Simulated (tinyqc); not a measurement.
Length of a molecular wire: coherent transport through a tight-binding bridge. Computed by the program tinyqc. 

A uniform bridge between two chains:

| parameter | value |
|---|---|
| site energy (eV) | 1.620000 |
| hopping in the bridge (eV) | 0.680000 |
| lead hopping (eV) | 1.510000 |
| couplings (eV) | 0.49, 0.53 |
| E (eV) | -0.140000 |

T = Gamma_L Gamma_R |G_1n|^2 with the self-energies of semi-infinite chains.

Transmission against length:

| sites | T | ln T |
|---|---|---|
| 2 | 7.7893e-03 | -4.8550 |
| 3 | 1.7137e-03 | -6.3691 |
| 4 | 3.8159e-04 | -7.8712 |
| 5 | 8.5197e-05 | -9.3705 |
| 6 | 1.9033e-05 | -10.8693 |
| 7 | 4.2525e-06 | -12.3680 |
| 8 | 9.5016e-07 | -13.8666 |
| 9 | 2.1230e-07 | -15.3653 |
| 10 | 4.7436e-08 | -16.8639 |

E lies outside the band of the bridge (|E - e|/2h = 1.294 > 1), so T decays as exp(-beta n) with beta = 2 arccosh(1.294) = 1.4986 a site; the last two rows give 1.4986.
